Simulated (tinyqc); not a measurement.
Solute against host over temperature: five-frequency model of solute diffusion by vacancies in an fcc metal. Computed by tinyqc, a small Python program. Command: `OMP_NUM_THREADS=1 python tinyqc.py 3009202 3009203 out.jsonl fivefreq walk`. One thread of a shared host (Intel(R) Xeon(R) Processor @ 2.30GHz), about 0.05 s of CPU time with the checks.

A vacancy next to the solute exchanges with it (w2), jumps to one of 4 sites that also neighbour the solute (w1) or to one of 7 that do not (w3); w4 is the reverse of w3 and w0 the host jump.

Inputs (values chosen for the exercise, for a model solute in a host close to aluminium): barrier E0 (host jump) = 0.575 eV; barrier E1 (vacancy circles the solute) = 0.443 eV; barrier E2 (exchange) = 0.718 eV; barrier E3 (dissociation) = 0.725 eV; binding energy E_b (positive for attraction) = 0.21 eV; vacancy formation energy E_f = 0.648 eV; formation entropy S_f = 1.2 k_B; attempt frequency nu = 8.8 THz; lattice constant a = 4.05 angstrom; temperature T = 498 K.

Constants: k_B = 8.617333262e-05 eV/K.

Method:
- w_i = nu exp(-E_i/(k_B T)); detailed balance gives E4 = E3 - E_b.
- Manning: with y = w4/w0, 7F = 7 - (10 y^4 + 180.5 y^3 + 927 y^2 + 1341 y)/(2 y^4 + 40.2 y^3 + 254 y^2 + 597 y + 436); f2 = (2 w1 + 7F w3)/(2 w2 + 2 w1 + 7F w3).
- c_v = exp(S_f - E_f/(k_B T)); host D0 = a^2 c_v w0 x 0.7815; solute D2 = a^2 c_v exp(E_b/(k_B T)) w2 f2; 1 angstrom^2 = 1e-16 cm^2.

Diffusion:
```
T (K)       f2  D0 (cm^2/s)  D2 (cm^2/s)   D2/D0
324    0.99995   3.5471e-21   5.0014e-20  14.100
374    0.99980   1.2392e-18   1.2675e-17  10.229
423    0.99947   1.0051e-16   8.0780e-16   8.037
498    0.99836   1.5728e-14   9.5735e-14   6.087
573    0.99622   6.5565e-13   3.2463e-12   4.951
647    0.99293   1.1142e-11   4.7082e-11   4.226
722    0.98836   1.0878e-10   4.0386e-10   3.712
```

What does the comparison show, and why?

The apparent activation energy of D2 is 1.156 eV between the coldest rows and 1.154 eV between the hottest; without correlation it would be E_f - E_b + E2 = 1.156 eV, and the host has 1.223 eV. f2 is not small, so the exchange barrier governs.
